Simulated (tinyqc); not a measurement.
Configuration-coordinate model of carrier capture at a defect: one step. Optical transitions. Four cases, with inputs chosen for the exercise.

Question. Vertical ionisation from the trapped minimum costs ET + ER; vertical capture from the free minimum releases ET - ER (none if negative); the band has a standard deviation sqrt(S hw^2 coth(hw/2kT)) with S = ER/hw, and a full width 2.35482 times that.

Two parabolas of equal curvature k in one coordinate Q: with the carrier free at the band edge, U_f = k Q^2/2; with the carrier trapped, U_t = k (Q - dQ)^2/2 - ET. ER = k dQ^2/2, Huang-Rhys factor S = ER/hw, hw = 0.0646541 sqrt(k/M) eV for k in eV/angstrom^2 and M in u. The curves cross at a height Eb = (ER - ET)^2/(4 ER) above the free minimum.

Constants: kB = 8.617333262e-05 eV/K.

Give: energies; coth(hw/2kT); standard deviation; full width.

Case 1.

Values chosen (of the size met at a deep level in Si; shifted at random, so the results belong to these values and not to a real crystal): ET = 0.42 eV (thermal depth of the level below the band edge); ER = 0.09 eV (relaxation energy); hw = 0.043 eV (phonon energy of the mode); T = 77 K (temperature).

Answer.

energies (eV): ionisation peak 0.510, zero-phonon 0.420, emission peak 0.330

coth(hw/2kT) = 1.0031
standard deviation = 0.0623 eV
full width = 0.1467 eV

Radiative capture would peak at 0.330 eV. The optical peak exceeds the thermal depth by a factor 1.21.

Case 2.

Values chosen (of the size met at a deep level in GaN; shifted at random, so the results belong to these values and not to a real crystal): ET = 1.01 eV (thermal depth of the level below the band edge); ER = 0.6 eV (relaxation energy); hw = 0.032 eV (phonon energy of the mode); T = 400 K (temperature).

Answer.

energies (eV): ionisation peak 1.610, zero-phonon 1.010, emission peak 0.410

coth(hw/2kT) = 2.3069
standard deviation = 0.2105 eV
full width = 0.4956 eV

Radiative capture would peak at 0.410 eV. The optical peak exceeds the thermal depth by a factor 1.59.

Case 3.

Values chosen (of the size met at a DX centre in AlGaAs; shifted at random, so the results belong to these values and not to a real crystal): ET = 0.12 eV (thermal depth of the level below the band edge); ER = 0.87 eV (relaxation energy); hw = 0.014 eV (phonon energy of the mode); T = 200 K (temperature).

Answer.

energies (eV): ionisation peak 0.990, zero-phonon 0.120, emission peak -0.750

coth(hw/2kT) = 2.5960
standard deviation = 0.1778 eV
full width = 0.4187 eV

Vertical capture would need energy: there is no luminescence peak (at most a tail of the broadened line), and a carrier freed by light must cross the barrier Eb to return or tunnel through it; where tunnelling is slow this gives persistent photoconductivity at low temperature. The optical peak exceeds the thermal depth by a factor 8.25.

Case 4.

Values chosen (of the size met at a deep level in Si; shifted at random, so the results belong to these values and not to a real crystal): ET = 0.49 eV (thermal depth of the level below the band edge); ER = 0.24 eV (relaxation energy); hw = 0.037 eV (phonon energy of the mode); T = 400 K (temperature).

Answer.

energies (eV): ionisation peak 0.730, zero-phonon 0.490, emission peak 0.250

coth(hw/2kT) = 2.0388
standard deviation = 0.1346 eV
full width = 0.3168 eV

Radiative capture would peak at 0.250 eV. The optical peak exceeds the thermal depth by a factor 1.49.

Computed by tinyqc, one run a case: `OMP_NUM_THREADS=1 python tinyqc.py N N+1 out.jsonl` with N = 1480777, 1480793, 1480804, 1481067; one thread of a shared Intel(R) Xeon(R) Processor @ 2.30GHz, about 0.01 s a run at most.
